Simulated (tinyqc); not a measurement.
Frequency dispersion of an accumulation capacitance by border traps, distributed model: one step of the calculation.

Traps spread evenly through the insulator exchange electrons with the semiconductor by tunnelling, with tau(x) = t0 exp(2 ka x) at depth x from the interface. The admittance per area Y seen at depth x obeys dY/dx = -Y^2/(i w eps0 eox) + q Nb ln(1 + i w tau)/tau, with Y(0) = i w Cs and w = 2 pi f; the gate sees Y(tox) = G + i w C. Working variable y = Y/(i w), in uF/cm^2. Cox = eps0 eox/tox.

Problem. Capacitance and conductance at the gate. Beyond xe the traps are ignored, so 1/y(tox) = 1/y(xe) + (tox - xe)/(eps0 eox); C = Re y, G/w = -Im y, loss tangent G/(w C).

Parameters, values chosen for the exercise; permittivity close to that of hafnium oxide: relative permittivity of the insulator eox = 19.2; insulator thickness tox = 5 nm; depth down to which the steps are taken xe = 0.98 nm.

Constants: eps0 = 8.8541878128e-14 F/cm where lengths are in cm. Results are converted to the units shown.

y at xe = 3.4704550-0.0186888i uF/cm^2

Find: y at the gate; C; G/w; loss tangent.

Solution.

y at the gate = 1.906-0.006i uF/cm^2
C = 1.906 uF/cm^2
G/w = 0.005638 uF/cm^2
loss tangent = 0.002958

Program tinyqc, `OMP_NUM_THREADS=1 python tinyqc.py 2202191 2202192 out.jsonl`; Intel Xeon 2.30GHz, shared host, one thread, about 0.4 s.
